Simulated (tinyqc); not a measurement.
# Worked calculation: CMOS latch-up, two-transistor model

Numbers from tinyqc (`OMP_NUM_THREADS=1 python tinyqc.py 2670124 2670125 out.jsonl`; about 0.07 s on one thread of a shared Intel Xeon 2.30GHz). Printed values are rounded.

A parasitic pnp (emitter at Vdd, base shunted by Rw) and npn (emitter at ground, base shunted by Rs) feed each other: the npn collector current flows out of the pnp base node, the pnp collector current into the npn base node. Forward-active transistors with constant gains: Icn = Isn exp(Vn/Vt), Icp = Isp (exp(Vp/Vt) - 1). A current Ii is injected into the npn base node.

Inputs (values chosen for the exercise); values close to those of bulk CMOS: temperature T = 300 K; current gain of the npn bn = 14.4; current gain of the pnp bp = 4.2; saturation current of the npn at T Isn = 3.4e-16 A; saturation current of the pnp at T Isp = 2.6e-15 A; substrate resistance shunting the npn Rs = 650 ohm; well resistance shunting the pnp Rw = 1200 ohm; resistance from the pnp collector to the npn base R2 = 360 ohm; base-emitter voltage in the on state Von = 0.74 V; saturation voltage Vsat = 0.06 V; supply voltage Vdd = 1.8 V; current injected into the substrate Ii = 0.976 mA.

Constants: q = 1.602176634e-19 C, kB = 1.380649e-23 J/K, Vt = kB T/q. Results are converted to the units shown.

## Holding current and voltage

On state with both base-emitter voltages at Von: npn base current Ib = (Von/Rs + bp Von/Rw)/(bn bp - 1), holding current Ih = (bn + 1) Ib + Von/Rs, holding voltage Vh = Vsat + Von + R2 (Ib + Von/Rs).

bn bp = 60.48
Ib = 0.06268429 mA
Ih = 2.103800 mA
Vh = 1.232412 V

Vh is below Vdd = 1.8 V, so the supply can sustain a latched state.

## The off branch

| point | Vn (V) |
|---|---|
| 0 | 0.522 |
| 1 | 0.602 |
| 2 | 0.652 |
| 3 | 0.682 |
| 4 | 0.702 |
| 5 | 0.722 |
| 6 | 0.737 |
| 7 | 0.752 |

Node equations: Vp/Rw + Icp/bp = Icn and Vn/Rs + Icn/bn = Icp + Ii. Loop gain G = gn gp/[(1/Rw + gp/bp)(1/Rs + gn/bn)], gn = Icn/Vt, gp = (Icp + Isp)/Vt; the off state ends where G = 1, and Ii there is the trigger current. For each Vn: Icn, then Vp from the first equation, then Ii from the second.

| point | Icn (mA) | Vp (V) | Icp (mA) | Ii (mA) | G |
|---|---|---|---|---|---|
| 0 | 1.9984e-4 | 2.3981e-4 | 2.4231e-14 | 0.80309 | 6.1186e-13 |
| 1 | 0.0044120 | 0.0052944 | 5.9091e-13 | 0.92646 | 1.6305e-11 |
| 2 | 0.030521 | 0.036625 | 8.1213e-12 | 1.0052 | 3.6258e-10 |
| 3 | 0.097404 | 0.11688 | 2.3648e-10 | 1.0560 | 2.3228e-8 |
| 4 | 0.21113 | 0.25336 | 4.6907e-8 | 1.0947 | 8.4457e-6 |
| 5 | 0.45766 | 0.54800 | 0.0041781 | 1.1384 | 1.1857 |
| 6 | 0.81759 | 0.69009 | 1.0185 | 0.17207 | 32.664 |
| 7 | 1.4606 | 0.72276 | 3.6047 | -2.3464 | 42.381 |

Ii peaks at 1.138 mA, at Vn = 0.7218 V where G = 1; beyond it the loop feeds itself.

## Iteration 1: response to the injected current, once round the loop per iteration

Vn at the start = 0.57 V

Icn = Isn exp(Vn/Vt); Vp solves Vp/Rw + Icp/bp = Icn; Vn(new) solves Vn/Rs + (Isn/bn) exp(Vn/Vt) = Icp + Ii.

Icn = 0.001279551 mA
Vp = 0.001535461 V
Icp = 1.591033e-13 mA
Vn after iteration 1 = 0.6337207 V

## Course of the iteration: response to the injected current, once round the loop per iteration

Stop when Vn changes by less than 1e-9 V, or after 150 iterations. Vn must stay below 1.1 V.

Course of the iteration:

| iteration | Vn (V) | \|change\| (V) |
|---|---|---|
| 1 | 0.6337207 | 0.0637 |
| 2 | 0.6337207 | 1.56e-12 |

Converged in 2 iterations. The change falls from 0.064 in the first iteration to below the tolerance in the last. An off state exists, since Ii is below the trigger current, the largest Ii that the node equations allow, 1.138 mA.
